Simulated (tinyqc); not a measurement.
Special k points of the hexagonal lattice, step by step. Values are carried at full precision from step to step, so a last printed digit may differ when a step is redone from the rounded ones.

Lattice vectors in units of a: a1 = (1, 0), a2 = (-1/2, sqrt(3)/2); reciprocal vectors b_i with a_i . b_j = 2 pi delta_ij. Mesh: k = sum_i f_i b_i with f_i = (2 j_i + shift)/(2 N), j_i = 0 .. N-1. The point group of the lattice has 12 operations; only those that map the mesh onto itself are used.

Parameters, chosen for this exercise:
```
symbol  value  unit  meaning
N       8            points along each reciprocal vector
shift   1            half steps
D       2.49   eV    half gap term
t       0.86   eV    coupling
e0      2.06   eV    offset
```

## Irreducible points and weights

Join points that an operation carries into one another (modulo reciprocal vectors); list each class by its first point in the order of (j1, j2, ...).

Irreducible points:
```
f1          f2  weight
0.0625  0.0625       2
0.0625  0.1875       4
0.0625  0.3125       4
0.0625  0.4375       4
0.0625  0.5625       4
0.0625  0.6875       4
0.0625  0.8125       4
0.0625  0.9375       2
0.1875  0.1875       2
0.1875  0.3125       4
0.1875  0.4375       4
0.1875  0.5625       4
0.1875  0.6875       4
0.1875  0.8125       2
0.3125  0.3125       2
0.3125  0.4375       4
0.3125  0.5625       4
0.3125  0.6875       2
0.4375  0.4375       2
0.4375  0.5625       2
```

operations that keep the mesh = 4
irreducible points = 20

The weights add up to 64 = N^2; symmetry saves a factor 3.2. The shift breaks the symmetry of the lattice: only 4 of 12 operations keep the mesh.

## Which stars the mesh integrates

A_m(k) = sum over the m-th star of lattice vectors R of cos(k . R), stars in order of length: m = 1: |R|^2 = 1, 6 vectors, such as (1, 1) in the basis a_i; m = 2: |R|^2 = 3, 6 vectors, such as (2, 1) in the basis a_i; m = 3: |R|^2 = 4, 6 vectors, such as (2, 2) in the basis a_i; m = 4: |R|^2 = 7, 12 vectors, such as (3, 2) in the basis a_i; m = 5: |R|^2 = 9, 6 vectors, such as (3, 3) in the basis a_i; m = 6: |R|^2 = 12, 6 vectors, such as (4, 2) in the basis a_i. The zone mean of every A_m is zero.

Lattice vectors in units of a: a1 = (1, 0), a2 = (-1/2, sqrt(3)/2); f are fractions of the reciprocal vectors. Evaluate the first six A_m at each irreducible point (k . R = 2 pi sum f_i n_i) and form the weighted means.

A_m at the points:
```
       m=1     m=2     m=3     m=4     m=5     m=6
1    5.110   3.531   2.828   2.165   0.117  -0.828
2    2.613  -1.199  -2.000  -4.359  -1.082   0.000
3   -0.332  -2.613   0.000   1.531   4.027  -2.000
4   -2.000  -1.414   4.828  -2.828  -2.000   2.828
5   -1.414  -2.000   2.828   0.000   1.414  -0.828
6    1.082  -2.497  -2.000  -0.867   2.613   0.000
7    4.027   1.082   0.000  -3.696  -2.497  -2.000
8    5.696   5.110   4.828   8.055   3.531   2.828
9    0.117  -1.696  -2.828   5.226  -2.281   4.828
10  -2.000   1.414  -0.828   2.828  -2.000  -2.828
11  -2.497   2.613   0.000  -1.531  -1.199  -2.000
12  -1.082  -0.332  -2.000   6.524  -2.613   0.000
13   1.414  -2.000  -2.828   0.000  -1.414   4.828
14   3.531   0.117  -0.828  -4.993  -1.696  -2.828
15  -2.945   5.696  -2.828  -5.226   5.110   4.828
16  -2.613   4.027  -2.000  -1.298   1.082   0.000
17  -1.199  -1.082   0.000   3.696  -0.332  -2.000
18   0.469  -2.945  -0.828  -0.664   5.696  -2.828
19  -2.281   0.469   2.828  -2.165  -2.945  -0.828
20  -1.696  -2.281   4.828  -2.398   0.469   2.828
```

weighted means: m=1 0.000, m=2 0.000, m=3 0.000, m=4 0.000, m=5 0.000, m=6 0.000

All six means vanish: the mesh is exact for functions whose Fourier series ends within these stars.

## A zone average from the irreducible points

Test function, the lower band of a two-band insulator: E(k) = -sqrt(D^2 + (e0 - t A_1(k))^2).

Lattice vectors in units of a: a1 = (1, 0), a2 = (-1/2, sqrt(3)/2). Evaluate E at each point and take the weighted mean; the reference uses the unshifted mesh with N = 96.

E at the points (eV): -3.4131  -2.4970  -3.4206  -4.5264  -4.1151  -2.7341  -2.8583  -3.7756  -3.1687  -4.5264  -4.8887  -3.8917  -2.6291  -2.6746  -5.2242  -4.9752  -3.9692  -2.9906  -4.7303  -4.3102

weighted mean = -3.7610 eV
reference mean = -3.7609 eV

The error is -0.06 meV with 20 points.

## Checks

- Weighted mean over irreducible points against the plain mean over the whole mesh (eV): both -3.760976.
- Reference mean against a mesh of N = 102 (eV): both -3.7609.

Run: tinyqc, `OMP_NUM_THREADS=1 python tinyqc.py 1680556 1680557 out.jsonl`; Intel(R) Xeon(R) Processor @ 2.30GHz, one thread, shared host; about 0.09 s of CPU time with all checks.
